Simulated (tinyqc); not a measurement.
Three-phonon processes in a diatomic chain: dispersion, energy and momentum conservation, and decay channels of optical phonons: one step, computed by the program tinyqc.

Cell length a, two atoms, one spring constant. x = q a/pi runs from -1 to 1; A and O are the acoustic and optical branches. Matrix elements are not computed: only conservation laws and occupation factors are followed.

Task: Band edges. omega^2 = k (1/m + 1/M) -/+ k sqrt((1/m + 1/M)^2 - 4 sin^2(pi x/2)/(m M)); nu = 15.6333042 THz x sqrt(omega^2) for eV/(angstrom^2 u). Acoustic top sqrt(2 k/M), optical bottom sqrt(2 k/m), optical top sqrt(2 k (1/m + 1/M)).

Inputs (values chosen for the exercise, for a model chain): light mass m = 27 u; heavy mass M = 93.4 u; spring constant k = 14 eV/angstrom^2.

Constants: nu for 1 eV/(angstrom^2 u) = 15.6333042 THz.

Give: acoustic top; optical bottom; optical top; optical top over twice the acoustic top; optical bottom over twice the acoustic top; optical width over acoustic top.

Result:

acoustic top = 8.560 THz

optical bottom = 15.92 THz

optical top = 18.08 THz

optical top over twice the acoustic top = 1.056

optical bottom over twice the acoustic top = 0.9300

optical width over acoustic top = 0.2518

The zone-centre optical phonon lies above twice the acoustic top (M/m > 3), so its decay into two acoustic phonons is forbidden.
